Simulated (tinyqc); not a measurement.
From results back to parameters: eight-band Kane k.p model. Five cases, with inputs chosen for the exercise.

Problem. In the Kane model 1/m = A_r + Ep (Eg + 2 Dso/3)/(Eg (Eg + Dso)) and the Roth formula gives g* = 2 - 2 Ep Dso/(3 Eg (Eg + Dso)). The mass and the g factor below were computed from hidden Ep and Dso.

Find: X; Y; Ep; Dso.

Method. Let X = 1/m - A_r and Y = (2 - g*)/2. Then X + Y = Ep/Eg and X - 2 Y = Ep/(Eg + Dso).

Case 1.

Values chosen (out of a larger set: near those of CdTe; not measured data): Eg = 1.601 eV (gap at Gamma to the s-like level); A_r = 0 (remote-band term in 1/m).

m = 0.0958040 m0
g* = -0.85920

Solution.

X = 10.438
Y = 1.430
Ep = 19.00 eV
Dso = 0.906 eV

Case 2.

Values chosen (out of a larger set: near those of InSb; not measured data): Eg = 0.236 eV (gap at Gamma to the s-like level); A_r = -0.7 (remote-band term in 1/m).

m = 0.0137239 m0
g* = -49.17347

Solution.

X = 73.566
Y = 25.587
Ep = 23.40 eV
Dso = 0.809 eV

Case 3.

Values chosen (out of a larger set: near those of InAs; not measured data): Eg = 0.432 eV (gap at Gamma to the s-like level); A_r = 0.3 (remote-band term in 1/m).

m = 0.0223444 m0
g* = -14.18487

Solution.

X = 44.454
Y = 8.092
Ep = 22.70 eV
Dso = 0.371 eV

Case 4.

Values chosen (out of a larger set: near those of AlAs; not measured data): Eg = 3.189 eV (gap at Gamma to the s-like level); A_r = -0.2 (remote-band term in 1/m).

m = 0.1514369 m0
g* = 1.62125

Solution.

X = 6.803
Y = 0.189
Ep = 22.30 eV
Dso = 0.282 eV

Case 5.

Values chosen (out of a larger set: near those of AlAs; not measured data): Eg = 3.072 eV (gap at Gamma to the s-like level); A_r = 1 (remote-band term in 1/m).

m = 0.1302232 m0
g* = 1.62127

Solution.

X = 6.679
Y = 0.189
Ep = 21.10 eV
Dso = 0.277 eV

Computed by tinyqc, one run a case: `OMP_NUM_THREADS=1 python tinyqc.py N N+1 out.jsonl` with N = 1080008, 1080011, 1080022, 1080059, 1080061; one thread of a shared Intel(R) Xeon(R) Processor @ 2.30GHz, about 0.1 s a run at most.
